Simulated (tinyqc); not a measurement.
Inside a calculation. Method: CCSD on RHF in the sto-3g basis, for H6, spin multiplicity 1. One step of it, computed by the program tinyqc.

Question. CCSD: starting amplitudes. t_ij^ab = <ij||ab> / (e_i + e_j - e_a - e_b), whose energy is MP2.

orbital energies (hartree): MO1 -0.616938, MO2 -0.536245, MO3 -0.432002, MO4 0.346685, MO5 0.591192, MO6 0.873790

Two-electron integrals over orbitals (pq|rs), unique and non-zero (hartree):
```
p,q,r,s,(pq|rs)
1,1,1,1,0.394219
2,1,2,1,0.127153
2,2,1,1,0.310445
2,2,2,2,0.377743
3,1,1,1,0.079280
3,1,2,2,-0.061830
3,1,3,1,0.132831
3,2,2,1,-0.125652
3,2,3,2,0.141830
3,3,1,1,0.372297
3,3,2,2,0.327071
3,3,3,1,0.046686
3,3,3,3,0.371940
4,1,2,1,0.032391
4,1,3,2,0.003030
4,1,4,1,0.080863
4,2,1,1,0.049347
4,2,2,2,-0.005507
4,2,3,1,0.045710
4,2,3,3,0.014465
4,2,4,2,0.067030
4,3,2,1,0.055109
4,3,3,2,-0.053283
4,3,4,1,0.016575
4,3,4,3,0.072821
4,4,1,1,0.369371
4,4,2,2,0.325210
4,4,3,1,0.042941
4,4,3,3,0.360852
4,4,4,2,0.021388
4,4,4,4,0.373475
5,1,1,1,0.008794
5,1,2,2,0.023968
5,1,3,1,-0.019777
5,1,3,3,-0.008285
5,1,4,2,0.040991
5,1,4,4,-0.000725
5,1,5,1,0.047667
5,2,2,1,0.018182
5,2,3,2,0.005741
5,2,4,1,0.055600
5,2,4,3,-0.040298
5,2,5,2,0.090648
5,3,1,1,-0.057283
5,3,2,2,-0.000374
5,3,3,1,-0.049389
5,3,3,3,-0.026923
5,3,4,2,-0.064662
5,3,4,4,-0.022788
5,3,5,1,-0.037337
5,3,5,3,0.068693
5,4,2,1,0.124803
5,4,3,2,-0.135880
5,4,4,1,0.003706
5,4,4,3,0.054626
5,4,5,2,-0.004450
5,4,5,4,0.144929
5,5,1,1,0.321818
5,5,2,2,0.379869
5,5,3,1,-0.053269
5,5,3,3,0.335794
5,5,4,2,-0.001701
5,5,4,4,0.343483
5,5,5,1,0.024497
5,5,5,3,-0.001989
5,5,5,5,0.401619
6,1,2,1,0.001983
6,1,3,2,0.011685
6,1,4,1,0.029010
6,1,4,3,0.054104
6,1,5,2,-0.033116
6,1,5,4,-0.009252
6,1,6,1,0.067424
6,2,1,1,-0.014839
6,2,2,2,-0.029090
6,2,3,1,0.017442
6,2,3,3,-0.001766
6,2,4,2,-0.038766
6,2,4,4,0.000253
6,2,5,1,-0.044830
6,2,5,3,0.040582
6,2,5,5,-0.028264
6,2,6,2,0.046724
6,3,2,1,0.036494
6,3,3,2,-0.004732
6,3,4,1,0.078721
6,3,4,3,0.018795
6,3,5,2,0.056051
6,3,5,4,0.003767
6,3,6,1,0.028982
6,3,6,3,0.083708
6,4,1,1,0.080750
6,4,2,2,-0.054993
6,4,3,1,0.127439
6,4,3,3,0.047663
6,4,4,2,0.047761
6,4,4,4,0.047583
6,4,5,1,-0.016875
6,4,5,3,-0.050200
6,4,5,5,-0.056747
6,4,6,2,0.016395
6,4,6,4,0.136548
6,5,2,1,-0.129711
6,5,3,2,0.129055
6,5,4,1,-0.034163
6,5,4,3,-0.058419
6,5,5,2,-0.019127
6,5,5,4,-0.134554
6,5,6,1,-0.003300
6,5,6,3,-0.040379
6,5,6,5,0.144254
6,6,1,1,0.417559
6,6,2,2,0.328660
6,6,3,1,0.085018
6,6,3,3,0.395822
6,6,4,2,0.054899
6,6,4,4,0.401226
6,6,5,1,0.010654
6,6,5,3,-0.063913
6,6,5,5,0.349815
6,6,6,2,-0.017174
6,6,6,4,0.092543
6,6,6,6,0.464381
```

Give: Starting amplitudes; correlation energy.

Answer.

Starting amplitudes (spin orbitals 1a, 1b, ...; amplitudes related by a flip of all spins are not repeated; the 24 largest):
```
from,to,t
3a 3b,4a 4b,-0.0468
1a 1b,4a 4b,-0.0420
2a 2b,5a 5b,-0.0402
2a 2b,4a 4b,-0.0380
1a 3b,4a 6b,-0.0347
2a 3b,4a 5b,0.0339
3a 3b,5a 5b,-0.0336
3a 3b,6a 6b,-0.0321
1a 2b,4a 5b,-0.0266
1a 3b,4b 6a,0.0238
2a 3b,5a 6b,-0.0230
1a 1b,6a 6b,-0.0226
2a 3b,4b 5a,-0.0211
1a 1b,5a 5b,-0.0197
1a 2b,4b 5a,0.0196
1a 2b,5a 6b,0.0171
2a 2b,4a 6b,0.0169
1a 3b,5a 5b,0.0167
2a 3b,5b 6a,0.0167
2a 2b,6a 6b,-0.0166
2a 3a,4a 5a,0.0128
1a 2b,5b 6a,-0.0126
1a 1b,4a 6b,-0.0118
1a 3a,4a 6a,-0.0108
```

correlation energy = -0.052383 hartree
